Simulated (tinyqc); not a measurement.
# Small-signal admittance of a forward-biased p+-n diode: effects of single changes

Holes injected into a neutral base of width wb with an ohmic contact at its end; low injection, p0 far above the equilibrium density. A small voltage v exp(i w t), w = 2 pi f, modulates the edge density by p0 v/Vt, and the small-signal density obeys Dp d2p/dx2 = (1/tau + i w) p.

Parameters, values chosen for the exercise; permittivity close to that of gallium arsenide:
- T = 350 K (temperature)
- eps_r = 12.9 (relative permittivity)
- Nd = 2.2e15 cm^-3 (donor density of the base)
- Dp = 8 cm^2/s (hole diffusion coefficient)
- tau = 8e-8 s (hole lifetime)
- wb = 3.4 um (width of the neutral base)
- p0 = 3.3e12 cm^-3 (excess hole density at the junction edge)
- Na = 2e19 cm^-3 (acceptor density of the p+ side)
- Rs = 0.012 ohm cm^2 (series resistance)
- f = 1.7e6 Hz (signal frequency)

Constants: q = 1.602176634e-19 C, kB = 1.380649e-23 J/K, Vt = kB T/q, eps0 = 8.8541878128e-14 F/cm where lengths are in cm. Results are converted to the units shown.

Each table varies one quantity; the others keep the values above.

## Admittance against frequency

L = sqrt(Dp tau); direct current J = (q Dp p0/L) coth(wb/L); k = sqrt(1 + i w tau)/L; diffusion admittance Y = (q Dp p0/Vt) k coth(k wb) = G + i w C_diff; junction capacitance C_j = sqrt(q eps0 eps_r Nd/(2 Vr)) in the depletion approximation, with the remaining barrier Vr = Vt ln(Na/p0), a rough value under forward bias; base-width modulation is left out. Measured admittance 1/[Rs + 1/(Y + i w C_j)].

The same in every row: C_j (uF/cm^2) = 0.020673.

Admittance against frequency:
```
f (Hz)	w tau	G (S/cm^2)	C_diff (uF/cm^2)	measured G (S/cm^2)	measured C (uF/cm^2)	phase of the measured Y (degrees)
70000	0.035186	0.43701	0.0019401	0.43473	0.022377	1.2969
3e5	0.15080	0.43702	0.0019401	0.43476	0.022377	5.5415
1e6	0.50265	0.43708	0.0019400	0.43504	0.022377	17.910
5e6	2.5133	0.43880	0.0019377	0.44246	0.022373	57.808
2e7	10.053	0.46489	0.0019026	0.55718	0.022300	78.755
9e7	45.239	0.80395	0.0014630	2.5836	0.021244	77.863
4e8	201.06	1.7622	6.9723e-4	24.974	0.014656	55.863
2e9	1005.3	3.9322	3.1260e-4	75.479	0.0018887	17.456
7e9	3518.6	7.3538	1.6715e-4	82.591	1.7059e-4	5.1908
```

What does the comparison show?

G starts at J/Vt = 0.437 S/cm^2 and C_diff at (J tau/(2 Vt))(1 - 2 x/sinh 2x) = 0.00194 uF/cm^2, x = wb/L = 0.425. Between the last two rows G goes as f^(0.50) and C_diff as f^(-0.50); the limits are 1/2 and -1/2, reached when the signal penetrates only sqrt(Dp/w). The measured C is 1.0 % below C_diff + C_j in the first row and 99 % below it in the last, the difference being due to Rs.

## Effect of the excess hole density at the junction edge

Same model as above.

The same in every row: w tau = 0.85451.

Effect of the excess hole density at the junction edge:
```
p0 (cm^-3)	G (S/cm^2)	C_diff (uF/cm^2)	C_j (uF/cm^2)	measured G (S/cm^2)	measured C (uF/cm^2)	phase of the measured Y (degrees)
2e8	2.6498e-5	1.1756e-7	0.016233	3.8727e-4	0.016233	89.872
2e9	2.6498e-4	1.1756e-6	0.017025	6.6188e-4	0.017026	89.791
2e10	0.0026498	1.1756e-5	0.017946	0.0030912	0.017957	89.077
2e11	0.026498	1.1756e-4	0.019035	0.026991	0.019140	82.479
2e12	0.26498	0.0011756	0.020349	0.26477	0.021388	40.789
2e13	2.6498	0.011756	0.021979	2.5696	0.031688	7.5040
2e14	26.498	0.11756	0.024077	20.117	0.081526	2.4786
```

What does the table show?

As p0 goes from 2e8 to 2e14, G rises from 2.65e-5 to 26.5 S/cm^2, C_diff rises from 1.18e-7 to 0.118 uF/cm^2 and the measured C rises from 0.0162 to 0.0815 uF/cm^2. C_diff exceeds C_j for p0 = 2e14.

Computed by the program tinyqc: `OMP_NUM_THREADS=1 python tinyqc.py 2890178 2890179 out.jsonl`, one thread of a shared Intel Xeon 2.30GHz, about 0.01 s for the whole run.
